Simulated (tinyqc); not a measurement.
## Two channel transmissions from conductance and noise

Inverse problem. A contact has two spin-degenerate channels: G = (2 q^2/h)(T1 + T2), Fano factor F = [T1 (1 - T1) + T2 (1 - T2)]/(T1 + T2), T1 > T2. Find T1 and T2.

G in units of 2 q^2/h = 1.09
Fano factor = 0.13899083

Solution. With g = T1 + T2, T1^2 + T2^2 = g (1 - F), so (T1 - T2)^2 = 2 g (1 - F) - g^2.

T1 = 0.960
T2 = 0.130

Program tinyqc, `OMP_NUM_THREADS=1 python tinyqc.py 2740009 2740010 out.jsonl`; Intel Xeon 2.30GHz, shared host, one thread, about 0.03 s.
